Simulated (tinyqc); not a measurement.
Conversion gain and read noise from the photon-transfer curve.

Inverse problem. Temporal variance = CG x mean output + vn^2 (dark signal removed), CG = q As/Cf. Find CG, vn, the read noise in electrons and Cf.

Parameters, values chosen for the exercise: source-follower gain As = 0.87.

Constants: q = 1.602176634e-19 C. Results are converted to the units shown.

temporal variance at mean outputs of 78 and 470 mV (mV^2): 19.43744757  117.0100046

Solution. Poisson statistics make the slope equal to CG; the intercept is vn^2.

CG = 248.9 uV/electron
vn = 150.0 uV
read noise = 0.6026 electrons
Cf = 0.5600 fF

tinyqc, about 0.01 s, one thread, Intel Xeon 2.30GHz (shared host): `OMP_NUM_THREADS=1 python tinyqc.py 2630033 2630034 out.jsonl`
